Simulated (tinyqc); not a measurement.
Three-phonon processes in a diatomic chain: dispersion, energy and momentum conservation, and decay channels of optical phonons: one step, computed by the program tinyqc. Command: `OMP_NUM_THREADS=1 python tinyqc.py 3120609 3120610 out.jsonl threeph walk`. One thread of a shared host (Intel(R) Xeon(R) Processor @ 2.30GHz), about 0.05 s of CPU time with the checks.

Cell length a, two atoms, one spring constant. x = q a/pi runs from -1 to 1; A and O are the acoustic and optical branches. Matrix elements are not computed: only conservation laws and occupation factors are followed.

Task: Dispersion. omega^2 = k (1/m + 1/M) -/+ k sqrt((1/m + 1/M)^2 - 4 sin^2(pi x/2)/(m M)); nu = 15.6333042 THz x sqrt(omega^2) for eV/(angstrom^2 u).

Inputs (values chosen for the exercise, for a model chain): light mass m = 31 u; heavy mass M = 125 u; spring constant k = 9.7 eV/angstrom^2.

Constants: nu for 1 eV/(angstrom^2 u) = 15.6333042 THz.

Give: the table «Branches» with the columns nu_A (THz), nu_O (THz), for x = 0.10, 0.20, 0.35, 0.50, 0.65, 0.80, 0.90, 1.00.

Result:

Branches:
```
x     nu_A (THz)  nu_O (THz)
0.10       0.864       13.79
0.20       1.717       13.71
0.35       2.948       13.50
0.50       4.080       13.20
0.65       5.050       12.86
0.80       5.771       12.55
0.90       6.059       12.42
1.00       6.159       12.37
```
